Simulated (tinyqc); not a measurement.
Speciation in dilute and buffered hydrofluoric acid, oxide etch rate and bath loading: one step, computed by the program tinyqc. Command: `OMP_NUM_THREADS=1 python tinyqc.py 3120844 3120845 out.jsonl hfetch walk`. One thread of a shared host (Intel(R) Xeon(R) Processor @ 2.30GHz), about 0.01 s of CPU time with the checks.

Concentrations stand for activities, NH4+ and Cl- are spectators, and water ionisation is neglected. H, F and HF2 denote the ions H+, F- and HF2-. The base temperature is 298 K.

Task: Etch rate. Rate = k_a ([HF] + 2 [H2F2]) + k_b [HF2], an empirical two-term form. Time = oxide/rate; a temperature error changes the rate by exp((E_a/k_B)(1/298 - 1/(298 + error))) - 1.

Inputs (values chosen for the exercise, of the order of those for thermal oxide at room temperature): rate constant of neutral HF k_a = 9.6 nm L/(min mol); rate constant of HF2 k_b = 55 nm L/(min mol); activation energy = 0.44 eV; temperature error = 2.5 K; oxide removed per wafer = 3.2 nm.

[HF] = 0.04334494 mol/L

[H2F2] = 0 mol/L

[HF2] = 0.008125065 mol/L

Constants: k_B = 8.617333262e-05 eV/K.

Give: etch rate; share of HF2 in the rate; etch time; rate change from the temperature error.

Result:

etch rate = 0.8630 nm/min

share of HF2 in the rate = 51.78 %

etch time = 222.5 s

rate change from the temperature error = 15.32 %
